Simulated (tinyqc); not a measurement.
# From isotopically pure to strongly disordered

Model: Debye-Callaway model of lattice thermal conductivity. Computed by tinyqc, a small Python program. Command: `OMP_NUM_THREADS=1 python tinyqc.py 3011380 3011381 out.jsonl callaway sweep`. One thread of a shared host (Intel(R) Xeon(R) Processor @ 2.30GHz), about 0.03 s of CPU time with the checks.

Three acoustic branches with one velocity v, cut at omega_D = k_B Theta/hbar; x = hbar omega/(k_B T). v and Theta are separate inputs: Theta cuts off the heat-carrying modes, so C need not reach 3 k_B/V. gamma is an effective value that sets the umklapp rate.

Inputs (values chosen for the exercise, for a model crystal):
```
quantity,value,unit
sound velocity v,5450,m/s
Debye temperature Theta,546,K
volume per atom V,18.7,angstrom^3
mean atomic mass M,48.3,u
effective Grueneisen parameter gamma,1.96,-
umklapp exponent divisor b,3,-
Casimir length L,430,micrometre
temperature T,20,K
```

Sample: crystal. Point defects: isotopes. Normal processes: left out.

Constants: k_B = 1.380649e-23 J/K; hbar = 1.054571817e-34 J s; u = 1.6605390666e-27 kg.

Method:
- Gamma is given directly by the isotope mixture. A = V Gamma/(4 pi v^3).
- Rates: point defects A omega^4; umklapp B omega^2 T exp(-Theta/(b T)) with B = hbar gamma^2/(M v^2 Theta). Boundaries: v/L.
- kappa_1 = c int tau_C g dx, g = x^4 e^x/(e^x - 1)^2, c = (k_B/(2 pi^2 v)) (k_B T/hbar)^3, over 0 < x < min(Theta/T, 40), by 96 Gauss-Legendre points in s with x = x_max s^2; tau_C = tau_R, the inverse of the summed rates, and kappa = kappa_1.
- Heat capacity C = 3 c int g dx / v^2; grey free path 3 kappa/(C v); the median free path v tau_C halves kappa_1 when the quadrature points are ordered by free path (each counted at half its weight, interpolated in the logarithm); likewise at 10 % and 90 %.

One run for each value:
```
mass variance Gamma,kappa (W/(m K)),median free path (nm),grey free path (nm)
1.00e-07,4650,4.263e+05,4.235e+05
5.00e-07,4570,4.242e+05,4.162e+05
2.00e-06,4346,4.175e+05,3.957e+05
1.00e-05,3720,3.944e+05,3.388e+05
5.00e-05,2688,3.452e+05,2.448e+05
3.00e-04,1475,2.709e+05,1.344e+05
1.00e-03,864,2.200e+05,7.869e+04
6.00e-03,333,1.576e+05,3.031e+04
3.00e-02,125,1.183e+05,1.142e+04
```

Describe and explain the trends.

Over the rows, kappa (W/(m K)) falls from 4650 to 125 (exponent d ln y / d ln x -0.011 between the first rows and -0.61 between the last); median free path (nm) falls from 426000 to 118000 (exponent d ln y / d ln x -0.0030 between the first rows and -0.18 between the last); grey free path (nm) falls from 423000 to 11400 (exponent d ln y / d ln x -0.011 between the first rows and -0.61 between the last). At the low end the exponent of kappa is -0.01, close to 0: so few defects do not matter. Rayleigh scattering grows as omega^4, so it removes the short waves first and leaves the heat to longer ones; each further decade of defects therefore costs less than a decade of kappa (steepest exponent here -0.61).
